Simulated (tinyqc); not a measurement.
Phonon transmission through an interface between two chains by Green functions: one step, computed by the program tinyqc.

Two semi-infinite chains (masses m_1, m_2; springs k_1, k_2), motion along the chain. The central region holds the end atom of each chain and three interlayer atoms of mass m_b, joined by springs k_b. lambda = omega^2 in eV/(angstrom^2 u); nu = 15.6333042 THz x sqrt(lambda).

Question. Transmission at the probe frequency. A = lambda M - K - Sigma over the central atoms, with K_ii the sum of the springs at i, K_(i,i+1) = -k_b; G = inverse of A; transmission = Gamma_1 Gamma_2 |G_(first,last)|^2.

Atoms in the interlayer: three.

A (complex symmetric) (eV/angstrom^2):
```
                     end of 1    layer 1    layer 2    layer 3
end of 1  -2.184469+0.510669i   2.210000   0.000000   0.000000
layer 1              2.210000  -4.264917   2.210000   0.000000
layer 2              0.000000   2.210000  -4.264917   2.210000
layer 3              0.000000   0.000000   2.210000  -4.264917
end of 2             0.000000   0.000000   0.000000   2.210000

                     end of 2
end of 1             0.000000
layer 1              0.000000
layer 2              0.000000
layer 3              2.210000
end of 2  -2.059664+0.821558i
```

Gamma_1 = 1.021338 eV/angstrom^2

Gamma_2 = 1.643117 eV/angstrom^2

Give: G_(first,last); transmission.

Answer.

G_(first,last) = 0.6545-0.3722i angstrom^2/eV

transmission = 0.9515
